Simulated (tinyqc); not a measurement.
Inside a calculation. Method: UHF in the sto-6g basis, for Be, spin multiplicity 1. This run ends on a higher stationary point, not on the lowest solution. One step of it, computed by the program tinyqc.

Task: Orthogonalisation. S = U s U^T; symmetric (Loewdin) form X = U s^(-1/2) U^T, so that X^T S X = 1.

overlap S:
```
           1Be 1s    1Be 2s   1Be 2px   1Be 2py   1Be 2pz
1Be 1s   1.000000  0.254764  0.000000  0.000000  0.000000
1Be 2s   0.254764  1.000000  0.000000  0.000000  0.000000
1Be 2px  0.000000  0.000000  1.000000  0.000000  0.000000
1Be 2py  0.000000  0.000000  0.000000  1.000000  0.000000
1Be 2pz  0.000000  0.000000  0.000000  0.000000  1.000000
```

Give: eigenvalues of S; X.

Result:

eigenvalues of S: 0.745  1.000  1.000  1.000  1.255

X:
```
         1Be 1s  1Be 2s  1Be 2px  1Be 2py  1Be 2pz
1Be 1s    1.026  -0.133    0.000    0.000    0.000
1Be 2s   -0.133   1.026    0.000    0.000    0.000
1Be 2px   0.000   0.000    1.000    0.000    0.000
1Be 2py   0.000   0.000    0.000    1.000    0.000
1Be 2pz   0.000   0.000    0.000    0.000    1.000
```
